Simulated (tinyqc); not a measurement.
Tight binding, honeycomb lattice, step by step. One step of it, computed by the program tinyqc.

Task: Bloch Hamiltonian at k. H_AB = -t1 (1 + exp(-i k.a1) + exp(-i k.a2)); H_AA = delta - 2 t2 sum cos(k.b + phi), H_BB = -delta - 2 t2 sum cos(k.b - phi), b = a1, a2 - a1, -a2.

Parameters chosen for this model:

| parameter | value | unit |
|---|---|---|
| t1 | 2.540000 | eV, nearest |
| t2 | 0.120000 | eV, second neighbours |
| phi | 1.570000 | rad, phase of t2 (Haldane) |
| delta | 2.160000 | eV, +/- on A and B |

k point k (fractions of the reciprocal vectors): -0.100000  -0.140000

Give: H(k) at k.

Result:

H(k) at k (eV):
```
                 A                B
A           2.1437  -6.2140-3.4501i
B  -6.2140+3.4501i          -2.1446
```
